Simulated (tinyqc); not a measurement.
MOSFET with velocity saturation and source resistance: one step of the calculation.

Strong inversion, charge Q = Cox (Vg - m V) at channel potential V with Vg the gate overdrive, and drift velocity v = mu E/(1 + mu E/vsat). Integrating along the channel gives I = mu Cox (1/L)(Vg Vd - m Vd^2/2)/(1 + Vd/Vc) per width, Vc = vsat L/mu, which peaks at Vdsat. Units: I in uA/um, Rs in ohm um, so the drop over Rs is 1e-6 I Rs volts.

Problem. Saturation without source resistance. Vg = Vgs - VT (0 if negative), mu = mu0/(1 + th Vg), Vc = vsat L/mu, x = sqrt(1 + 2 Vg/(m Vc)), Vdsat = 2 Vg/(m (1 + x)), Isat = Cox vsat Vg (x - 1)/(x + 1) per width. Long-channel limit: mu Cox Vg^2/(2 m L); short-channel limit: Cox vsat Vg.

Parameters, values chosen for the exercise: gate capacitance Cox = 1.78 uF/cm^2; mobility at low gate voltage mu0 = 300 cm^2/(V s); mobility degradation th = 0.2 1/V; saturation velocity vsat = 8.5e6 cm/s; body factor m = 1.37; threshold VT = 0.47 V; channel length L = 0.13 um; gate voltage Vgs = 1.2 V.

Find: Vg; mu; Vc; Vdsat; Isat; long-channel limit; short-channel limit.

Solution.

Vg = 0.7300 V
mu = 261.8 cm^2/(V s)
Vc = 0.4221 V
Vdsat = 0.3704 V
Isat = 336.8 uA/um
long-channel limit = 697.1 uA/um
short-channel limit = 1104 uA/um

Numbers from tinyqc (`OMP_NUM_THREADS=1 python tinyqc.py 2500064 2500065 out.jsonl`; about 0.01 s on one thread of a shared Intel Xeon 2.30GHz).
